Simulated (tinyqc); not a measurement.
Changing the dose Q: ion implantation: universal nuclear stopping, Lindhard-Scharff electronic stopping and a Gaussian range profile. Computed by tinyqc, a small Python program. Command: `OMP_NUM_THREADS=1 python tinyqc.py 3029580 3029581 out.jsonl implant sweep`. One thread of a shared host (Intel(R) Xeon(R) Processor @ 2.30GHz), about 0.2 s of CPU time with the checks.

An ion slows by elastic collisions with screened nuclei and by friction with electrons; channelling is ignored and the target is uniform.

Inputs (values chosen for the exercise, modelled on antimony ions in silicon): ion atomic number Z1 = 51; ion mass M1 = 121 u; target atomic number Z2 = 14; target mass M2 = 28.09 u; target density N = 49.94 1/nm^3; ion energy E = 38 keV; scale factor of electronic stopping k = 1.3; background C_B = 4.6e+15 1/cm^3; displacement energy E_d = 15 eV.

Method:
- Reduced energy eps = 32.53 M2 E/(Z1 Z2 (M1 + M2)(Z1^0.23 + Z2^0.23)), E in keV; s_n = ln(1 + 1.1383 eps)/(2 (eps + 0.01321 eps^0.21226 + 0.19593 eps^0.5)) for eps up to 30 and ln(eps)/(2 eps) above; S_n = 8.462 Z1 Z2 M1 s_n/((M1 + M2)(Z1^0.23 + Z2^0.23)) in 1e-15 eV cm^2.
- S_e = k 3.83 Z1^(7/6) Z2/(Z1^(2/3) + Z2^(2/3))^(3/2) sqrt(E/M1) in 1e-15 eV cm^2, E in keV.
- Path length R = int_0^E dE'/(N (S_n + S_e)); energy lost to nuclei nu = int_0^E S_n/(S_n + S_e) dE' (both with E' = E y^3 and 64 Gauss-Legendre points in y).
- Estimates of Lindhard type: R_p = R/(1 + M2/(3 M1)), straggle dR_p = (2/3) R_p sqrt(M1 M2)/(M1 + M2).
- C(x) = C_p exp(-(x - R_p)^2/(2 dR_p^2)) with C_p = Q/(sqrt(2 pi) dR_p), 1 nm = 1e-7 cm; the profile falls to the background at x_j = R_p + dR_p sqrt(2 ln(C_p/C_B)); the peak atomic fraction is C_p/N.
- Kinchin-Pease count with efficiency 0.8: N_d = 0.8 nu/(2 E_d), taking all of nu as damage energy (an upper estimate, as recoils also lose energy to electrons). Spread over a depth R_p + dR_p, displacements per atom = Q N_d/(N (R_p + dR_p)).

One run for each value:
```
dose Q (1/cm^2)  depth x_j where C falls to C_B (nm)  peak concentration C_p (1/cm^3)  displacements per atom
1.00e+12                                      52.184                       5.2875e+17              5.0274e-03
3.70e+12                                      55.193                       1.9564e+18              1.8602e-02
1.40e+13                                      57.936                       7.4025e+18              7.0384e-02
5.20e+13                                      60.407                       2.7495e+19              2.6143e-01
1.90e+14                                      62.670                       1.0046e+20              9.5521e-01
7.20e+14                                      64.848                       3.8070e+20              3.6198e+00
2.70e+15                                      66.886                       1.4276e+21              1.3574e+01
1.00e+16                                      68.802                       5.2875e+21              5.0274e+01
```

Describe and explain the trends.

Over the rows, depth x_j where C falls to C_B (nm) rises from 52.2 to 68.8 (exponent d ln y / d ln x 0.043 between the first rows and 0.022 between the last); peak concentration C_p (1/cm^3) rises from 5.29e17 to 5.29e21 (exponent d ln y / d ln x about 1.0 throughout); displacements per atom rises from 0.00503 to 50.3 (exponent d ln y / d ln x about 1.0 throughout). The exponent of peak concentration C_p stays at 1: the profile scales with dose. The exponent of displacements per atom stays at 1: cascades are counted independently. The dose enters x_j only through the root of a logarithm.

Caution (rows 5.20e13, 1.90e14, 7.20e14, 2.70e15, 1.00e16): above a few tenths of a displacement per atom cascades overlap, so the count overstates new damage; heavy ions turn silicon and germanium amorphous at such levels, while light ions such as boron and metal targets anneal much of the damage. Caution (rows 1.00e16): the peak exceeds 5 atomic %, where sputtering and the changed target matter.

Extremes, crossings and ranges named in words are read from the listed rows.
